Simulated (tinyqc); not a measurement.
From results back to parameters: effective work function and flat-band voltage of a metal/high-k/SiO2/Si stack with a dipole layer. Three cases, with inputs chosen for the exercise.

Problem. Three stacks with (t1, t2) = (8, 20), (30, 20) and (8, 60) angstrom have the flat-band voltages below. VFB = W0 - (chi + dEF) - 4 pi e2 [Q1 EOT + Q2 x2]/3.9 with x2 = t2 3.9/eps2, EOT = t1 + x2, e2 = e^2/4 pi eps0, 1 cm^-2 = 1e-16 angstrom^-2; W0 is the work function with the dipole step.

Constants: e^2/(4 pi eps0) = 14.39964547 eV angstrom.

Case 1.

Values chosen (out of a larger set: a stack on Si capped with a titanium-like oxide; not measured data):
- chi = 4.056 eV (electron affinity of the channel)
- dEF = 0.146 eV (Ec - EF in the channel)
- eps = (3.9, 24.9) (their dielectric constants)

VFB (V): 0.5958811  0.5815906  0.5700102

Case 2.

Values chosen (out of a larger set: a stack on Si capped with a magnesium-like oxide; not measured data):
- chi = 4.051 eV (electron affinity of the channel)
- dEF = 0.85 eV (Ec - EF in the channel)
- eps = (3.9, 21.5) (their dielectric constants)

VFB (V): -0.6432217  -0.6585330  -0.6210026

Case 3.

Values chosen (out of a larger set: a stack on Si capped with a magnesium-like oxide; not measured data):
- chi = 4.039 eV (electron affinity of the channel)
- dEF = 0.585 eV (Ec - EF in the channel)
- eps = (3.9, 23.9) (their dielectric constants)

VFB (V): -0.3305742  -0.3509892  -0.2609193

Find: Q1; Q2; W0.

Solution. The first two stacks differ in t1 alone and give Q1; the first and third give Q1 + Q2; W0 follows from any of them.

Case 1.

Q1 = 1.4e+11 e/cm^2
Q2 = 7.5e+11 e/cm^2
W0 = 4.816 eV

Case 2.

Q1 = 1.5e+11 e/cm^2
Q2 = -8.1e+11 e/cm^2
W0 = 4.252 eV

Case 3.

Q1 = 2.0e+11 e/cm^2
Q2 = -2.5e+12 e/cm^2
W0 = 4.266 eV

Computed by tinyqc, one run a case: `OMP_NUM_THREADS=1 python tinyqc.py N N+1 out.jsonl` with N = 1880084, 1880088, 1880090; one thread of a shared Intel(R) Xeon(R) Processor @ 2.30GHz, about 0.01 s a run at most.
